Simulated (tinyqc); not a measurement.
Which roughness does what: X-ray reflectivity of a thin film on silicon: critical angles, Parratt recursion, fringes and roughness. Computed by tinyqc, a small Python program. Command: `OMP_NUM_THREADS=1 python tinyqc.py 3120220 3120221 out.jsonl xrr walk`. One thread of a shared host (Intel(R) Xeon(R) Processor @ 2.30GHz), about 0.01 s of CPU time with the checks.

n = 1 - delta + i beta; the classical electron radius is r_e = 2.8179403e-6 nm. Layer 0 is vacuum, 1 the film, 2 the substrate.

Inputs (values chosen for the exercise, modelled on Si3N4 on silicon, copper K-alpha radiation):
```
quantity,value,unit
wavelength lambda,0.15406,nm
film density rho,2.76,g/cm^3
"effective electrons per unit mass, film",0.502,mol/g
"beta/delta, film",0.017,-
film thickness d,13.8,nm
roughness of the surface sigma_1,0.15,nm
roughness of the interface sigma_2,0.14,nm
substrate density,2.33,g/cm^3
"effective electrons per unit mass, substrate",0.507,mol/g
"beta/delta, substrate",0.023,-
grazing angle theta,2.32,degrees
```

Constants: N_A = 6.02214076e+23 1/mol.

Method:
- delta = r_e lambda^2 rho_e/(2 pi), rho_e = density x electrons per mass x N_A; critical angle sqrt(2 delta), q_c = 4 sqrt(pi r_e rho_e).
- k_j = (2 pi/lambda) sqrt(sin^2 theta - 2 delta_j + 2 i beta_j); r_ij = (k_i - k_j)/(k_i + k_j) x exp(-2 k_i k_j sigma^2) (Nevot-Croce); r = (r_01 + r_12 p)/(1 + r_01 r_12 p), p = exp(2 i k_1 d); R = |r|^2.
- Far above the critical angle the period is d theta = lambda/(2 d), or 2 pi/d in q; the envelope runs between (|r_01| - |r_12 p|)^2 and (|r_01| + |r_12 p|)^2; contrast = 2 a b/(a^2 + b^2) with a = |r_01|, b = |r_12 p|; roughness factors on the amplitudes are about exp(-q^2 sigma^2/2).
- R is averaged over one period above each angle (64 points); contrast = (max - min)/(max + min) of R theta^4 over that period. Cases: smooth; only sigma_1; only sigma_2; both.

period in theta = 0.319818 degrees

Constants:
```
layer,rho_e (1/nm^3),delta,beta,critical angle (degrees),q_c (1/nm)
film,834.380,8.88169e-06,1.50989e-07,0.241482,0.343782
substrate,711.402,7.57263e-06,1.74170e-07,0.222977,0.317437
```

Mean R and contrast:
```
theta (degrees),R smooth,contrast,"R, sigma_1","contrast, sigma_1","R, sigma_2","contrast, sigma_2","R, both","contrast, both"
0.8,3.2273e-04,0.30565,3.1151e-04,0.31692,3.2238e-04,0.30125,3.1116e-04,0.31246
1.2,6.7120e-05,0.28688,6.1955e-05,0.28989,6.7059e-05,0.27699,6.1894e-05,0.27959
1.8,1.5251e-05,0.28768,1.2897e-05,0.30909,1.5211e-05,0.26668,1.2857e-05,0.28985
2.5,4.3537e-06,0.28802,3.1761e-06,0.31772,4.3376e-06,0.25230,3.1599e-06,0.27647
3.5,1.2185e-06,0.28805,6.7377e-07,0.35989,1.2093e-06,0.22500,6.6450e-07,0.28483
```

What does the comparison show, and why?

At 2.5 degrees sigma_1 alone multiplies the mean R by 0.73 and sigma_2 alone by 1.00; the contrast goes from 0.29 (smooth) to 0.32 and 0.25.
